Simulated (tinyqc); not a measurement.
# Carrier lifetime of an n-type layer with SRH, radiative, Auger and surface recombination: two studies

Uniform excess density dn = dp (no trapping), n = n0 + dn, p = p0 + dn, Boltzmann statistics, full ionisation. Surfaces enter as a rate 2 S dn/d, which holds while diffusion to them is fast.

Inputs (values chosen for the exercise); band and dielectric values close to those of gallium nitride:
- T = 250 K (temperature)
- Eg = 3.35 eV (band gap)
- Nc = 1.75e18 cm^-3 (conduction-band density of states at T)
- Nv = 3.46e19 cm^-3 (valence-band density of states at T)
- B = 1.11e-10 cm^3/s (radiative coefficient)
- N = 9e14 cm^-3 (donor density)
- Cn = 3.2e-31 cm^6/s (Auger coefficient (two electrons))
- Cp = 9.7e-32 cm^6/s (Auger coefficient (two holes))
- Nt = 4.6e11 cm^-3 (trap density)
- sn = 2e-15 cm^2 (capture cross-section for electrons)
- sp = 1e-13 cm^2 (capture cross-section for holes)
- vth = 1.2e7 cm/s (thermal velocity (both carriers))
- Et = 0.8 eV (trap level below the conduction band)
- S = 1 cm/s (surface recombination velocity (both faces))
- d = 4 um (sample thickness)

Constants: q = 1.602176634e-19 C, kB = 1.380649e-23 J/K, Vt = kB T/q. Results are converted to the units shown.

Each table varies one quantity; the others keep the values above.

## Lifetime against injection

ni = sqrt(Nc Nv) exp(-Eg/(2 Vt)), Eg in volts; majority density N/2 + sqrt(N^2/4 + ni^2), n0 p0 = ni^2; n1 = Nc exp(-Et/Vt), p1 = Nv exp((Et - Eg)/Vt); tn0 = 1/(sn vth Nt), tp0 = 1/(sp vth Nt). With e = n p - ni^2 = dn (n0 + p0 + dn): U_SRH = e/(tp0 (n + n1) + tn0 (p + p1)), U_rad = B e, U_Aug = (Cn n + Cp p) e, U_s = 2 S dn/d. Each tau is dn over its rate; tau = dn/U with U the sum.

The same in every row: tau_s (s) = 2.0000e-4.

Lifetime against injection:
```
dn (cm^-3)  tau_SRH (s)  tau_rad (s)  tau_Aug (s)     tau (s)  radiative share (%)  largest path
1e11          1.8217e-6    1.0009e-5       3.8570   1.5294e-6               15.280           SRH
1e12          1.9121e-6    9.9989e-6       3.8482   1.5924e-6               15.926           SRH
1e13          2.8070e-6    9.9000e-6       3.7612   2.1633e-6               21.851           SRH
1e14          1.0870e-5    9.0090e-6       3.0331   4.8077e-6               53.365     radiative
1e15          4.9485e-5    4.7416e-6      0.74655   4.2353e-6               89.323     radiative
1e16          8.4912e-5    8.2651e-7     0.020579   8.1518e-7               98.628     radiative
1e17          9.1583e-5    8.9287e-8    2.3604e-4   8.9126e-8               99.820     radiative
1e18          9.2310e-5    9.0009e-9    2.3943e-6   8.9659e-9               99.611     radiative
1e19          9.2383e-5   9.0082e-10    2.3977e-8  8.6819e-10               96.378     radiative
```

What does the comparison show?

SRH recombination leads at dn = 1e11, radiative from 1e14 on. The total lifetime goes from 1.53e-6 through a maximum of 4.81e-6 (at dn = 1e14 among the rows listed) to 8.68e-10 s. tau_SRH goes from 1.82e-6 s (low-injection limit 1.81e-6 s) to 9.24e-5 s (high-injection limit tn0 + tp0 = 9.24e-5 s). Between the last two rows tau_rad goes as dn^(-1.00) and tau_Aug as dn^(-2.00); the radiative share goes from 15.3 through a maximum of 99.8 (at dn = 1e17 among the rows listed) to 96.4 %. For dn = 1e18, 1e19 the carriers are degenerate, where B and the Auger coefficients no longer stay constant.

## Effect of the capture cross-section for electrons at dn = 3e13 cm^-3

Same model as above.

Here dn = 3e13 cm^-3.

The same in every row: tau_rad (s) = 9.687e-6; tau_Aug (s) = 3.578; tau_s (s) = 2.000e-4.

Effect of the capture cross-section for electrons at dn = 3e13 cm^-3:
```
sn (cm^2)  tau_SRH (s)   tau (s)  radiative share (%)  largest path
1e-16         6.025e-5  8.011e-6                82.70     radiative
1e-15         7.655e-6  4.187e-6                43.22           SRH
1e-14         2.396e-6  1.903e-6                19.64           SRH
1e-13         1.870e-6  1.555e-6                16.05           SRH
1e-12         1.817e-6  1.519e-6                15.68           SRH
1e-11         1.812e-6  1.515e-6                15.64           SRH
1e-10         1.812e-6  1.515e-6                15.64           SRH
```

What does the comparison show?

Radiative recombination leads at sn = 1e-16, SRH from 1e-15 on. tau_SRH falls from 6.03e-5 to 1.81e-6 s and the total lifetime falls from 8.01e-6 to 1.51e-6 s.

Numbers from tinyqc (`OMP_NUM_THREADS=1 python tinyqc.py 2300031 2300032 out.jsonl`; about 0.01 s on one thread of a shared Intel Xeon 2.30GHz).
